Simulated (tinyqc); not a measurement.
Two-band massive Dirac model of the K valleys: one step. Curvature, orbital moment and circular dichroism.

Basis (conduction, valence): H = [[D/2, a t (tau kx - i ky)], [a t (tau kx + i ky), -D/2 + lam tau sz]], valley tau = +/-1, spin sz = +/-1. The gap of a spin and valley is G = D - lam tau sz. Berry curvature Omega = curl of i<u|grad u>; for the conduction band Omega_c = -tau 2 a^2 t^2 G/(G^2 + 4 a^2 t^2 k^2)^(3/2), and Omega_v = -Omega_c.

Constants: hbar^2/2m0 = 3.80998211 eV angstrom^2.

Inputs chosen for the exercise (near those used for monolayer MoS2; shifted at random, so the results belong to these values and not to a real crystal): a = 3.202 angstrom (lattice constant); D = 1.66 eV (gap parameter); t = 1.1 eV (effective hopping); lam = 0.064 eV (half the valence spin splitting); tau = -1 (valley); sz = -1 (spin); k = (-0.001, 0.016) 1/angstrom (wave vector from the valley).

cos(theta) = G/(E+ - E-) = 0.997506

Task: Omega_c from the formula; orbital moment of both bands m = -tau (a t)^2 G/(c (G^2 + 4 a^2 t^2 k^2)) in Bohr magnetons (charge -e), c = hbar^2/2m0; interband strengths |P+/-|^2 proportional to (1 +/- tau cos(theta))^2 for P+/- = Px +/- i Py, and eta = (|P+|^2 - |P-|^2)/(|P+|^2 + |P-|^2) = 2 tau cos(theta)/(1 + cos^2(theta)).

Give: Omega_c; orbital moment; eta.

Result:

Omega_c = 9.668 angstrom^2
orbital moment = 2.030 muB
eta = -1.0000

All three change sign with the valley. The selection rule, exact at k = 0, still holds to 100.0 % here.

(tinyqc, `OMP_NUM_THREADS=1 python tinyqc.py 1450607 1450608 out.jsonl`, Intel(R) Xeon(R) Processor @ 2.30GHz, 1 thread, shared host, about 0.01 s.)
